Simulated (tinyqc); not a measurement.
Comparisons within one model: deformation potentials from a strained empirical pseudopotential. A value that a table varies takes the place of the one given here.

Diamond lattice, no spin-orbit coupling. Atomic form factor V(q) = a1 (q^2 - a2)/(a3 exp(a4 q^2) - 1) in rydberg with q in 1/bohr, for the unstrained cell. Under a strain e the reciprocal vectors and k go over into (1 + e)^(-1) G, the atoms sit at +/- tau with tau = (1 + e) a (1,1,1)/8 - zeta a (eyz, ezx, exy)/4, and H(G,G') = c |k + G|^2 delta + (V(q)/det(1 + e)) cos(q.tau), q = G - G', with the term q = 0 left out; c = hbar^2/2m0. The basis is fixed before straining: all G with |k + G|^2 up to 16 (2 pi/a)^2. k is given in units of 2 pi/a of the unstrained cell.

Constants: hbar^2/2m0 = 3.80998211 eV angstrom^2; Ry = 13.60569312 eV; a0 (Bohr radius) = 0.5291772105 angstrom.

Values chosen for the exercise (near those of Si; the results hold for these values, not for the real material): a = 5.437 angstrom (lattice constant); A = (0.54, 2.209, 2.053, 0.491) (a1 (Ry bohr^2), a2 (1/bohr^2), a3, a4 (bohr^2)); h = 0.001 (size of the test strain); kD = 0.82 2 pi/a (position of the Delta minimum); a1 = 0.54; a2 = 2.209; a3 = 2.053; a4 = 0.491.

## The internal displacement

Xu of L (level 5, the lowest empty one) and d from exy = eyz = ezx = h for several zeta: Xu = [E(L [111]) - E(L [1-1-1])]/((8/3) h), d = (single valence level - pair)/(3 sqrt(3) h). zeta = 0 strains the bonds with the lattice; zeta = 1 keeps all four bond lengths equal to first order.

Results:

| zeta | Xu (L) (eV) | d (eV) |
|---|---|---|
| 0.00 | 10.69 | 0.95 |
| 0.25 | 11.18 | -1.39 |
| 0.50 | 11.68 | -3.73 |
| 0.60 | 11.88 | -4.66 |
| 0.75 | 12.18 | -6.06 |
| 1.00 | 12.68 | -8.39 |

From zeta = 0 to 1, d goes from 0.95 to -8.39 eV and Xu (L) from 10.69 to 12.68 eV, both nearly linearly: the displacement is an optical-phonon mode, and d = d(0) - zeta d0/4 gives its deformation potential d0 = 37 eV. Leaving the relaxation out (zeta = 0 for 0.5) moves d by +4.67 eV, which reverses its sign, and Xu (L) by -0.98 eV. Tetragonal strain has no such freedom.

## Size of the test strain

e = diag(-h/2, -h/2, h). Xu = [E(Delta z) - E(Delta x)]/(1.5 h) at fixed kD, b = [E(Z) - E(X, Y)]/(4.5 h); one-sided from +h alone, central from +h and -h.

Results (eV):

| h | Xu one-sided | Xu central | b one-sided | b central |
|---|---|---|---|---|
| 0.0010 | 7.937 | 7.942 | -3.315 | -3.311 |
| 0.0025 | 7.930 | 7.942 | -3.321 | -3.311 |
| 0.0050 | 7.918 | 7.942 | -3.331 | -3.311 |
| 0.0100 | 7.895 | 7.944 | -3.351 | -3.311 |
| 0.0200 | 7.850 | 7.948 | -3.391 | -3.312 |
| 0.0300 | 7.807 | 7.954 | -3.432 | -3.313 |

From h = 0.001 to 0.03 the one-sided Xu drifts by -0.130 eV and the central one by +0.012 eV; for b the drifts are -0.117 and -0.002 eV. The central difference cancels the term of second order in the strain, so its error goes as h^2. At h = 0.02 the linear law errs by 1.2 % for the valley splitting and 2.4 % for the valence splitting.

## What each parameter of the potential does

Gaps from the valence top to level 8 at Gamma and level 5 at (kD,0,0) and L, and their deformation potentials [E(+h) - E(-h)]/(3 ln((1 + h)/(1 - h))) for e = +/- h 1, h = 0.002. The row for the lattice constant keeps V(q) without the volume factor, so it is not a strain. Each row changes one parameter from the base and keeps the others.

Results:

| case | Gamma (eV) | Delta (eV) | L (eV) | potential Gamma (eV) | potential Delta (eV) | potential L (eV) |
|---|---|---|---|---|---|---|
| base | 3.965 | 1.222 | 2.014 | -8.86 | 2.61 | -1.93 |
| a = 5.491 angstrom | 3.828 | 1.513 | 2.115 | -9.15 | 2.29 | -2.13 |
| a1 = 0.545 | 4.006 | 1.289 | 2.064 | -8.94 | 2.60 | -1.95 |
| a2 = 2.187 | 4.082 | 1.147 | 2.018 | -8.79 | 2.67 | -1.89 |
| a3 = 2.032 | 4.012 | 1.320 | 2.082 | -8.95 | 2.62 | -1.94 |
| a4 = 0.496 | 3.872 | 1.136 | 1.938 | -8.69 | 2.69 | -1.85 |

The largest shifts from the base row, up to three for each result and ties (the steps differ in size, so this ranks the rows, not the parameters). Gamma (eV): a -0.137, a2 +0.117, a4 -0.093. Delta (eV): a +0.291, a3 +0.098, a4 -0.086. L (eV): a +0.101, a4 -0.076, a3 +0.068. potential Gamma (eV): a -0.29, a4 +0.17, a3 -0.09. potential Delta (eV): a -0.32, a4 +0.08, a2 +0.05. potential L (eV): a -0.20, a4 +0.08, a2 +0.04.

(tinyqc, `OMP_NUM_THREADS=1 python tinyqc.py 1850034 1850035 out.jsonl`, Intel(R) Xeon(R) Processor @ 2.30GHz, 1 thread, shared host, about 0.2 s.)
